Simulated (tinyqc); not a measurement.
Six-transistor SRAM cell, nodal equations and margins: one step of the calculation.

Two cross-coupled inverters (pull-down bn, pull-up bp) hold the nodes Q and QB; access transistors (ba, threshold VTn, gate on the word line at Vdd when selected) join them to the bit lines. Transistor (EKV form, voltages against the body): I = 2 n b Vt^2 [F(vp - Vs) - F(vp - Vd)] from drain to source, F(v) = ln^2(1 + exp(v/(2 Vt))), vp = (Vg - VT + sg |Vd - Vs|)/n. n-channel bodies are at 0; for the p-channel device all voltages are counted down from Vdd. b in uA/V^2 gives I in uA. For an access transistor the bit line is the drain and the node the source. In a read both bit lines are at Vdd. The cell is symmetric (no mismatch).

Task. Node voltages in a read by Newton steps. F1 = In(gate QB, drain Q) - Ip(gate QB, drain Q) - Ia(bit line, Q), F2 the same with Q and QB exchanged; J by central differences with +/- 1e-6 V; solve J d = -F, limit each component to +/- 0.15 V and add.

Parameters, values chosen for the exercise: temperature T = 300 K; supply voltage Vdd = 0.5 V; slope factor n = 1.11; drain-induced barrier lowering sg = 0.037; n-channel threshold VTn = 0.26 V; p-channel threshold (magnitude) VTp = 0.34 V; gain factor of the pull-down transistor bn = 220 uA/V^2; gain factor of the access transistor ba = 180 uA/V^2; gain factor of the pull-up transistor bp = 120 uA/V^2.

Constants: q = 1.602176634e-19 C, kB = 1.380649e-23 J/K, Vt = kB T/q. Results are converted to the units shown.

(Q, QB) at the start (V): Q 0.21000000, QB 0.27000000

Wanted: F1, F2; J; (Q, QB) after iteration 1.

Result.

F1, F2 (uA): 0.039614  -0.006057

J (uS):
```
	Q	QB
F1	5.5013	5.7883
F2	2.3300	1.1524
```

(Q, QB) after iteration 1 (V): Q 0.22129, QB 0.25242

tinyqc, about 0.2 s, one thread, Intel Xeon 2.30GHz (shared host): `OMP_NUM_THREADS=1 python tinyqc.py 2340170 2340171 out.jsonl`
